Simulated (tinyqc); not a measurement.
One share for all, or one for each: linear model of a band gap against the share of exact exchange.

E(alpha) = E0 + S alpha. A wider gap screens less, modelled in the Penn form eps(alpha) = 1 + (e0 - 1)(EP/(EP + S alpha))^2 with a scale EP chosen for the exercise. A dielectric-dependent hybrid takes alpha = 1/eps.

Errors of the gap (eV) against each target; e0, EP, S and the gaps are values chosen for the exercise.

Results:
```
case          E0 (eV)  S (eV)     e0  EP (eV)  target Et (eV)  alpha needed  error, alpha = 0  error, 0.25  error, self-consistent
like diamond     4.13    6.94   6.04     27.5            5.39         0.182             -1.26         0.47                   -0.02
like Al2O3       6.23   10.31   3.26     26.0            8.76         0.245             -2.53         0.05                    1.26
like SiC         2.26    6.15   6.93     19.5            3.22         0.156             -0.96         0.58                    0.00
like HfO2        3.94    9.02   4.86     18.2            5.77         0.203             -1.83         0.42                    0.39
like GaN         1.86    7.32   5.72     19.0            3.57         0.234             -1.71         0.12                   -0.27
like AlN         4.09    8.06   4.83     21.8            6.08         0.247             -1.99         0.03                   -0.09
like Si          0.61    4.68  12.64     10.2            1.17         0.120             -0.56         0.61                   -0.16
```

What can be read from this table?

Mean absolute errors: 1.55, 0.33 and 0.31 eV for alpha = 0, 0.25 and the self-consistent value. A fixed quarter overshoots for diamond, Al2O3, SiC, HfO2, GaN, AlN and Si and falls short for none of them; the alpha needed runs between 0.120 and 0.247 and its correlation with 1/e0 over these cases is 0.84.

tinyqc: `OMP_NUM_THREADS=1 python tinyqc.py 1851218 1851219 out.jsonl`; about 0.01 s, one thread, shared Intel(R) Xeon(R) Processor @ 2.30GHz.
